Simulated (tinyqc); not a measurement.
A discretised effective-mass wire between two leads, recursive Green functions: one step of the calculation.

Finite differences on a grid of step a give a chain with hopping -t, t = C/(m a^2), C = hbar^2/(2 m0), and site energies 2 t + U_i for the N = 6 sites of the device; the semi-infinite leads have site energy 2 t. Each slice is one site, and V = -t couples neighbouring slices.

Problem. Transmission. T(E) = Tr[Gamma G_(N,1) Gamma G_(N,1)^dagger]. Conductance (2 q^2/h) T(E).

Constants: q = 1.602176634e-19 C, h = 6.62607015e-34 J s. Results are converted to the units shown.

G_(N,1) = 0.14285188+0.20861562i 1/eV
Gamma = 3.0955248 eV

Find: T(E); conductance.

Solution.

T(E) = 0.6126
conductance = 47.46 uS

Inverting the whole matrix gives the same value.

tinyqc, about 0.01 s, one thread, Intel Xeon 2.30GHz (shared host): `OMP_NUM_THREADS=1 python tinyqc.py 2660014 2660015 out.jsonl`
